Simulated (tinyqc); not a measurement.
Nucleation and growth against temperature: classical nucleation, growth and JMAK kinetics of crystallisation from a melt or glass. Computed by tinyqc, a small Python program. Command: `OMP_NUM_THREADS=1 python tinyqc.py 3011333 3011334 out.jsonl nucl walk`. One thread of a shared host (Intel(R) Xeon(R) Processor @ 2.30GHz), about 0.01 s of CPU time with the checks.

A spherical nucleus with a sharp interface of isotropic energy gamma; lambda = Omega^(1/3) is the jump distance.

Inputs (values chosen for the exercise, for a model substance):
```
quantity                        value        unit
melting point T_m                1450           K
heat of melting per volume H     2920      J/cm^3
interface energy gamma          0.198       J/m^2
atomic volume Omega                18  angstrom^3
diffusion prefactor D0        1.3e-06       m^2/s
activation energy Q             0.771          eV
```

Nucleation: homogeneous. Driving force: Thompson-Spaepen.

Constants: k_B = 1.380649e-23 J/K; k_B = 8.617333262e-05 eV/K.

Method:
- Driving force per volume: dG = H [(T_m - T)/T_m] [2 T/(T_m + T)].
- Shape factor f = 1.
- W(r) = f [4 pi r^2 gamma - (4/3) pi r^3 dG]; r* = 2 gamma/dG; W* = f 16 pi gamma^3/(3 dG^2); n* = f (4/3) pi r*^3/Omega.
- D = D0 exp(-Q/(k_B T)); attachment rate k+ = (A*/lambda^2) D/lambda^2 with A* = 4 pi r*^2; Zeldovich factor Z = sqrt(W*/(3 pi k_B T))/n*; sites per volume N = 1/Omega; I = N Z k+ exp(-W*/(k_B T)); lag time = 1/(4 pi Z^2 k+).
- Growth (Wilson-Frenkel): u = (D/lambda) [1 - exp(-dG Omega/(k_B T))].
- JMAK with steady nucleation and growth, nuclei spread at random: extended fraction X_e = (pi/3) I u^3 t^4, X = 1 - exp(-X_e); t_X = [-3 ln(1 - X)/(pi I u^3)]^(1/4); final grains per volume = Gamma(5/4) (3/pi)^(1/4) (I/u)^(3/4), Gamma(5/4) = 0.9064024771.
- Grain size = (grains per volume)^(-1/3). Rows are kept where W*/(k_B T) < 70.

Rates:
```
T (K)  W*/(k_B T)  I (1/(m^3 s))  u (m/s)   t_0.5 (s)  grain size (micrometre)
725        13.715     1.1843e+31   0.0179  3.1406e-07               6.4686e-03
798        13.585     3.9757e+31   0.0524  1.0370e-07               6.2503e-03
870        14.110     5.6956e+31   0.1239  4.9715e-08               7.0841e-03
942        15.403     3.2966e+31   0.2501  3.3662e-08               9.6804e-03
1015       17.833     5.5366e+30   0.4450  3.4127e-08               1.7466e-02
1088       22.164     1.2709e+29   0.7015  6.2321e-08               5.0278e-02
1160       30.136     7.0766e+25   0.9800  3.1572e-07               3.5584e-01
1232       47.005     5.0853e+18   1.2090  1.6474e-05               2.2904e+01
```

Among these rows I peaks at 870 K, u at 1232 K and the change is fastest at 942 K, between the two. Growth has no barrier W*, so it peaks nearer T_m than nucleation. The grain size goes as (u/I)^(1/4), from 0.0065 micrometre at the lowest T to 23 at the highest. Caution: in the coldest rows the nucleus has under 20 atoms or the barrier is under 10 k_B T, where the capillary model and steady rates are only a guide.

Extremes, crossings and ranges named in words are read from the listed rows.
